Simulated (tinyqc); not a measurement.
Layer against dose: implant damage, amorphisation by cascade overlap, and solid-phase epitaxial regrowth. Computed by tinyqc, a small Python program. Command: `OMP_NUM_THREADS=1 python tinyqc.py 3113740 3113741 out.jsonl sper walk`. One thread of a shared host (Intel(R) Xeon(R) Processor @ 2.30GHz), about 0.01 s of CPU time with the checks.

Range and width of the damage are inputs. Dynamic annealing enters only through the surviving share f.

Inputs (values chosen for the exercise, modelled on phosphorus ions in germanium):
```
quantity                           value    unit
atomic density N                    44.2  1/nm^3
ion Z1                                15       -
ion mass M1                           31       u
target Z2                             32       -
target mass M2                     72.63       u
ion energy E                         140     keV
displacement energy E_d               14      eV
depth of the damage peak R_d          85      nm
width of the damage profile s_d       49      nm
share of defects that survive f     0.87       -
critical displaced share x_c        0.14       -
dose Q                           1.7e+15  1/cm^2
```

Constants: a_0 = 0.529177210903 angstrom; e^2/(4 pi eps_0) = 14.39964548 eV angstrom.

Method. Robinson partition: eps = E a M2/(Z1 Z2 (e^2/(4 pi eps_0)) (M1 + M2)), a = 0.8853 a_0/sqrt(Z1^(2/3) + Z2^(2/3)); k = 0.0793 Z1^(2/3) Z2^(1/2) (M1 + M2)^(3/2)/((Z1^(2/3) + Z2^(2/3))^(3/4) M1^(3/2) M2^(1/2)); damage energy T_d = E/(1 + k (eps + 0.40244 eps^(3/4) + 3.4008 eps^(1/6))); displacements nu = 0.8 T_d/(2 E_d). Displaced share x(z) = f nu Q exp(-(z - R_d)^2/(2 s_d^2))/(sqrt(2 pi) s_d N); the layer is amorphous where x > x_c, between R_d -/+ s_d sqrt(2 ln(x_max/x_c)), the upper edge being cut at the surface. Threshold dose Q_c = Q x_c/x_max.

threshold dose Q_c = 5.33322e+13 1/cm^2

displacements per ion nu = 1638.05

Dose series; the last column is f nu Q erfc((z2 - R_d)/(sqrt2 s_d))/2:
```
Q (1/cm^2)   x_max  upper edge (nm)  lower edge (nm)  displaced atoms beyond z2 (1/cm^2)
5.87e+13    0.1541           63.541           106.46                          2.7665e+16
8.00e+13    0.2100           40.874           129.13                          2.0968e+16
1.33e+14    0.3491           18.757           151.24                          1.6718e+16
2.13e+14    0.5591            3.455           166.54                          1.4582e+16
3.73e+14    0.9791            0.000           181.64                          1.2910e+16
6.40e+14    1.6800            0.000           194.24                          1.1762e+16
1.33e+15    3.4913            0.000           209.28                          1.0617e+16
2.67e+15    7.0089            0.000           222.08                          9.7948e+15
```

What follows from these numbers?

A dose 45 times larger moves the lower edge from 106 to 222 nm, as the root of a logarithm, and the damage beyond it falls by a factor 2.8, since the edge lies on an ever steeper tail. The layer reaches the surface at Q_c exp(R_d^2/(2 s_d^2)) = 2.40e14 per cm^2.
